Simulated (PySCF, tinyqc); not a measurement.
Starting guesses with plain Roothaan steps: SCF starting guesses in the sto-3g basis, for H3+, spin multiplicity 1. Computed by the program tinyqc with PySCF. 

Geometry (angstrom):
```
atom       x       y        z
H     0.0000  0.0000   0.0000
H     0.0000  0.0000   1.5790
H     0.0000  0.0000  -1.5790
```

lowest restricted solution found by these runs and by PySCF = -1.012693 hartree

RHF with one setting changed at a time; a run stops when the energy changes by less than 1e-09 hartree and the error matrix is below 1e-5. Starts: the lowest orbitals of the core Hamiltonian, of the Wolfsberg-Helmholz matrix (K = 1.75), projected atomic densities, random orbitals, and the highest orbitals of the core Hamiltonian (a deliberately bad start).

Largest element of the error matrix X^T (FDS - SDF) X:
```
iteration     core  Wolfsberg-Helmholz  atomic densities   random  highest core orbitals
1          2.0e-01             1.2e-01           1.5e-02  2.8e-01                1.4e-02
2          9.1e-04             5.0e-04           5.4e-02  2.5e-01                1.1e-02
3          3.6e-06             2.0e-06           2.2e-04  4.4e-02                4.4e-05
4          1.4e-08             7.9e-09           8.6e-07  3.3e-03                1.7e-07
5                -                   -           3.4e-09  6.4e-04                6.9e-10
6                -                   -                 -  1.2e-04                      -
8                -                   -                 -  4.7e-06                      -
```

How each run ends:
```
run                    iterations  E (hartree)         state
core                            4    -1.012693  lowest found
Wolfsberg-Helmholz              4    -1.012693  lowest found
atomic densities                5    -1.012693  lowest found
random                          9    -1.012693  lowest found
highest core orbitals           5    -1.012693  lowest found
```

5 of 5 runs reach the lowest restricted solution found, in 4 to 9 iterations (fastest: core, Wolfsberg-Helmholz). The first errors are 2e-01, 1e-01, 1e-02, 3e-01, 1e-02; the deliberately bad start has the smallest one, so a small first error does not mark a good start. The restricted reference is unstable here: a spin-polarised solution lies 0.0466 hartree lower (PySCF), so results built on it describe a poor reference.
